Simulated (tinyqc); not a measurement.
Mobility and doping from two currents.

Problem. A trap-free film with injecting contacts is fitted, with diffusion neglected, by J = q mu N V/Lf + (9/8) eps0 eps_r mu V^2/Lf^3. Find mu, N and the voltage at which both terms are equal.

Parameters, values chosen for the exercise:

| symbol | value | unit | meaning |
|---|---|---|---|
| eps_r | 16.1 |  | relative permittivity |
| Lf | 650 | nm | film thickness |

Constants: q = 1.602176634e-19 C, eps0 = 8.8541878128e-14 F/cm where lengths are in cm. Results are converted to the units shown.

J at 2.2 and 20 V (A/cm^2): 1.2576832  26.401682

Solution. J/V is a straight line in V: the slope gives mu and the intercept mu N.

mu = 0.007200 cm^2/(V s)
N = 2.700e16 cm^-3
crossover voltage = 11.40 V

tinyqc, about 3 s, one thread, Intel Xeon 2.30GHz (shared host): `OMP_NUM_THREADS=1 python tinyqc.py 2730127 2730128 out.jsonl`
